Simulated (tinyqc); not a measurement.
Hartree-Fock atom on a uniform radial grid, spin-unpolarised, for Be(2+), step by step. Computed by tinyqc, a small Python program that keeps every step. Settings: Z = 4, points = 192, R = 4.8, functional = hf2, mixing = 0.2, iteration cap = 51. Command: `OMP_NUM_THREADS=1 python tinyqc.py 26647 26648 out.jsonl` (the two numbers bound the seeds that draw the settings). One thread of a shared host (Intel(R) Xeon(R) Processor @ 2.60GHz), about 0.4 s of CPU time with the checks.

Spherical atom on a uniform radial grid r_j = j h with h = R/(N + 1), h sum u^2 = 1 and integrals as h times sums, u(0) = u(R) = 0 (atomic units):
```
parameter           value
Z                       4
points N              192
R                4.800000
h                0.024870
mixing           0.200000
electrons in 1s         2
```

Three-point differences turn -u''/2 + [l(l+1)/2r^2 - Z/r + V] u = e u into a tridiagonal matrix (diagonal 1/h^2 + potential, off-diagonal -1/2h^2). D = sum f u^2; the Hartree potential y/r solves y'' = -D/r with y(0) = 0, y(R) = N_e; for two electrons in one orbital exchange is -V_H/2 (Hartree-Fock); E = sum f e - int D V + int D (V_H/2 + eps_xc); V(new) = V + mixing (V_H + v_xc - V).

Stop when input and output potentials agree to 1e-7.

Course of the cycle (hartree):
```
iteration            E     e(1s)  largest |V(out) - V(in)|
1          -13.4630885  -7.98030                  3.98e+00
2          -13.5039738  -7.48308                  3.12e+00
3          -13.5302917  -7.09313                  2.45e+00
4          -13.5470445  -6.78696                  1.91e+00
5          -13.5576075  -6.54632                  1.50e+00
6          -13.5642144  -6.35701                  1.17e+00
7          -13.5683193  -6.20798                  9.17e-01
8          -13.5708558  -6.09056                  7.18e-01
9          -13.5724162  -5.99801                  5.61e-01
10         -13.5733726  -5.92502                  4.39e-01
11         -13.5739572  -5.86743                  3.43e-01
...                ...       ...                       ...
41         -13.5748657  -5.65079                  2.34e-04
42         -13.5748657  -5.65075                  1.85e-04
43         -13.5748657  -5.65071                  1.46e-04
44         -13.5748657  -5.65069                  1.16e-04
45         -13.5748657  -5.65067                  9.16e-05
46         -13.5748657  -5.65065                  7.26e-05
47         -13.5748657  -5.65064                  5.75e-05
48         -13.5748657  -5.65063                  4.56e-05
49         -13.5748657  -5.65062                  3.62e-05
50         -13.5748657  -5.65061                  2.87e-05
51         -13.5748657  -5.65061                  2.28e-05
```

Can the last value be used, and what does the course show?

Not by the stop rule, although the second column moves by less than 1e-07 over the last three steps; and the uniform grid itself carries an error of order h^2 at the cusp, far above the threshold. Not converged within 51 iterations: the residual falls steadily but slowly, by a factor of about 0.79 a step. Reruns (cap 100 unless said): mixing 0.3: converged in 48; mixing 0.6: converged in 19; the original settings with a cap of 400: converged in 75. Even converged, this uniform grid resolves the cusp poorly and misses the energy of the atom.
